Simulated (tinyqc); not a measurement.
Worked calculation: coherent transport through a tight-binding region between two chains. Computed by tinyqc, a small Python program that keeps every step. Settings: temperature = 77, mu = -0.37. Command: `OMP_NUM_THREADS=1 python tinyqc.py 24490 24491 out.jsonl` (the two numbers bound the seeds that draw the settings). One thread of a shared host (Intel(R) Xeon(R) Processor @ 2.60GHz), about 0.07 s of CPU time with the checks.

## Transmission at E = 0.93 eV

H of the central region (eV):
```
          1         2
1   0.83000  -0.64000
2  -0.64000   0.98000
```

Leads: semi-infinite chains with site energy 0:

| parameter | value |
|---|---|
| lead hopping t (eV) | 2.930000 |
| coupling to the left lead (eV) | 0.670000 |
| coupling to the right lead (eV) | 1.310000 |
| left contact site | 1 |
| right contact site | 2 |

E = 0.93000 eV

Surface Green function g = (E - i sqrt(4 t^2 - E^2)) / (2 t^2); self-energy tc^2 g on each contact site; G = (E - H - Sigma)^(-1); Gamma = -2 Im Sigma; T = Gamma_L Gamma_R |G_LR|^2; local density of states -Im G_ii / pi.

g = 0.05416-0.33697i 1/eV

G (1/eV):
```
                  1                  2
1  0.33047-1.12417i   1.25772+0.05483i
2  1.25772+0.05483i  -0.13578-0.30375i
```

local density of states (1/eV): 0.35783  0.09669

transmission = 0.55453

## Transmission across the band

The same steps on a grid of energies.

T(E):

| E (eV) | T |
|---|---|
| -5.5670000 | 1.04e-05 |
| -5.0103000 | 4.12e-05 |
| -4.4536000 | 0.00010 |
| -3.8969000 | 0.00020 |
| -3.3402000 | 0.00039 |
| -2.7835000 | 0.00078 |
| -2.2268000 | 0.00166 |
| -1.6701000 | 0.00392 |
| -1.1134000 | 0.01104 |
| -0.5567000 | 0.04279 |
| 0.0000000 | 0.29201 |
| 0.5567000 | 0.77456 |
| 1.1134000 | 0.53898 |
| 1.6701000 | 0.48206 |
| 2.2268000 | 0.08168 |
| 2.7835000 | 0.01606 |
| 3.3402000 | 0.00457 |
| 3.8969000 | 0.00158 |
| 4.4536000 | 0.00058 |
| 5.0103000 | 0.00020 |
| 5.5670000 | 4.37e-05 |

levels of the isolated region (eV): 0.26062  1.54938

## Current

I = (2e/h) int T(E) [f(E - mu - V/2) - f(E - mu + V/2)] dE at 77 K with mu = -0.37 eV, the bias not changing H; 2e^2/h = 77.48092 microsiemens; the integral runs over the band on 4001 points.

Current:

| V (volt) | I (microampere) |
|---|---|
| 0.01000 | 0.05867 |
| 0.05000 | 0.29372 |
| 0.10000 | 0.58981 |
| 0.20000 | 1.19874 |
| 0.40000 | 2.55669 |
| 0.80000 | 6.58838 |
